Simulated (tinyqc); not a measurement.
Ballistic transport through the one-dimensional subbands of a rectangular nanowire or nanosheet channel: one step, computed by the program tinyqc.

Hard walls, parabolic subbands, transport along x. Energies are counted from the bulk conduction band edge at the top of the barrier, which the gate pulls down by U; the source Fermi level lies at the bulk edge when U = 0.

Problem. Conductance, capacitance and scattering. Linear conductance G = (2 e^2/h) sum_i g f(eta_i), g = 2, f = 1/(1 + exp(-eta_i)), with the barrier frozen at the eta_i above; current per perimeter I/(2(a + b)); with scattering, transmission lambda/(lambda + L) and low-bias resistance (1 + L/lambda)/G.

Inputs (values chosen for the exercise, modelled on silicon):

| quantity | value | unit |
|---|---|---|
| height a | 4.5 | nm |
| width b | 5.2 | nm |
| temperature T | 300 | K |
| mean free path for back-scattering lambda | 200 | nm |
| channel length L | 14 | nm |

Valleys: silicon [100] wire.

Occupation:

| subband | eta_i | n_i (1/nm) | I_i (microampere) |
|---|---|---|---|
| 1 | 4.015884 | 7.667294e-01 | 7.348866e+00 |
| 2 | 3.312239 | 6.564513e-01 | 6.990981e+00 |
| 3 | 1.647875 | 3.772858e-01 | 5.062257e+00 |
| 4 | 1.538859 | 3.597951e-01 | 4.880847e+00 |
| 5 | 1.213740 | 6.599122e-01 | 4.316055e+00 |
| 6 | -1.416773 | 5.028338e-02 | 7.317806e-01 |
| 7 | -2.298807 | 2.247862e-02 | 3.254860e-01 |
| 8 | -4.052993 | 4.087445e-03 | 5.894264e-02 |
| 9 | -5.554659 | 9.182207e-04 | 1.323099e-02 |
| 10 | -6.421003 | 3.866442e-04 | 5.570577e-03 |

ballistic current I = 29.73402 microampere

Constants: e = 1.602176634e-19 C; h = 6.62607015e-34 J s.

Give: open modes sum g f; ballistic conductance; current per perimeter; transmission; low-bias resistance with scattering.

Solution.

open modes sum g f = 9.378

ballistic conductance = 726.6 microsiemens

current per perimeter = 1533 microampere/micrometre

transmission = 0.9346

low-bias resistance with scattering = 1.473 kiloohm

Even without scattering the wire has h/(2 e^2 M) = 1.38 kiloohm, which sits in the contacts.
